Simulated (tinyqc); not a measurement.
Worked calculation: donors with valley-orbit split 1s states. Values are carried at full precision from step to step, so a last printed digit may differ when a step is redone from the rounded ones.

Each donor binds at most one electron, in any of its states. For a site s, W_s = sum over its states of g exp(E/kT), and the ionised share is 1/(1 + W_s exp(eta)), eta = (EF - Ec)/kT; n = Nc F_1/2(eta); neutrality n + NA = ND x (mean ionised share); holes are neglected. Nc from N = 2 (m kB T/(4 pi c))^(3/2) with c = hbar^2/2m0, in 1/angstrom^3; times 1e24 for 1/cm^3, m = md. F_j(eta) = (1/Gamma(j + 1)) integral_0^infinity x^j dx/(1 + exp(x - eta)), which tends to exp(eta) for eta << 0.

Constants: hbar^2/2m0 = 3.80998211 eV angstrom^2; kB = 8.617333262e-05 eV/K.

Inputs chosen for the exercise (near those of Sb in Si; not measured data): md = 1.075 m0 (density-of-states mass of the conduction band); E = (43.9, 34.6, 31.2) meV (binding energies of 1s(A1), 1s(T2), 1s(E)); g = (2, 6, 4) (their degeneracies with spin); T = 500 K; ND = 9.1e+15 1/cm^3 (donors); NA = 4.6e+14 1/cm^3 (compensating acceptors, all ionised); mu0 = 64 cm^2/(V s) (mobility at heavy doping); mu1 = 1394 cm^2/(V s) (mobility at light doping and 300 K); Nr = 1.1e+17 1/cm^3 (reference doping); de = 0.72 (doping exponent); ga = 2.3 (temperature exponent).

## Partition sums of the neutral donor

Give each term g exp(E/kT), W_s, and the effective degeneracy W_s exp(-E_ground/kT).

Nc = 6.0181e+19 1/cm^3

terms: 1s(A1) 5.540, 1s(T2) 13.39, 1s(E) 8.252

W_s: donor 27.186

effective degeneracy: donor 9.814

The ground state alone would give 2 and all states together 12; here the excited states hold 80 % of the bound electrons.

## Neutrality

Solve for eta.

eta = -8.853
n = 8.60e+15 1/cm^3

ionised share: donor 0.996

n is 0.996 of ND - NA.

## Mobility and resistivity

Mobility (Caughey-Thomas form): mu = mu0 + (mu1 (T/300)^(-ga) - mu0)/(1 + ((ND + NA)/Nr)^de); rho = 1/(e n mu), e = 1.602176634e-19 C.

Compare with full ionisation, n = ND - NA.

mu = 376.7 cm^2/(V s)
rho = 1.93 ohm cm
rho at full ionisation = 1.92 ohm cm

Incomplete ionisation raises rho by a factor 1.

## Checks

- n at ND = 1e13 1/cm^3 against the root of n^2 = (Nc/W)(ND - n) (1/cm^3): both 1.000e+13.

Run: tinyqc, `OMP_NUM_THREADS=1 python tinyqc.py 1680621 1680622 out.jsonl`; Intel(R) Xeon(R) Processor @ 2.30GHz, one thread, shared host; about 0.01 s of CPU time with all checks.
